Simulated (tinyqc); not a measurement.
IGBT as a p-i-n diode in series with a MOS channel, on-state and switching loss: one step of the calculation.

High injection (n = p) in a drift layer from x = -W/2 (anode) to +W/2 (cathode side), recombination only in the layer with lifetime tau, ideal emitters. The channel feeds the cathode side and carries the whole current. Auger recombination, carrier-carrier scattering, emitter losses and the carrier dip under the p body are left out.

Task. Carrier profile. n(x) = (tau J/(2 q La))[cosh(x/La)/sinh y - B sinh(x/La)/cosh y]. x/La = (2 x/W) y.

Inputs (values chosen for the exercise); material values close to those of silicon: doping of the drift layer Nd = 7.2e13 cm^-3; high-injection lifetime tau = 1.5 us; current density J = 100 A/cm^2.

Constants: q = 1.602176634e-19 C. Results are converted to the units shown.

| point | 2 x/W |
|---|---|
| 0 | -1 |
| 1 | -0.75 |
| 2 | -0.5 |
| 3 | -0.25 |
| 4 | 0 |
| 5 | 0.25 |
| 6 | 0.5 |
| 7 | 0.75 |
| 8 | 1 |

B = 0.48897796
La = 44.307403 um
y = 1.2413276

Give: n.

Result.

| point | n (cm^-3) |
|---|---|
| 0 | 1.6860e17 |
| 1 | 1.2718e17 |
| 2 | 9.8107e16 |
| 3 | 7.8556e16 |
| 4 | 6.6632e16 |
| 5 | 6.1176e16 |
| 6 | 6.1659e16 |
| 7 | 6.8128e16 |
| 8 | 8.1211e16 |

The density is 2.08 times higher at the anode than at the cathode side, since holes are the slower carriers; its smallest listed value is 850 times Nd.

tinyqc, about 0.01 s, one thread, Intel Xeon 2.30GHz (shared host): `OMP_NUM_THREADS=1 python tinyqc.py 2590138 2590139 out.jsonl`
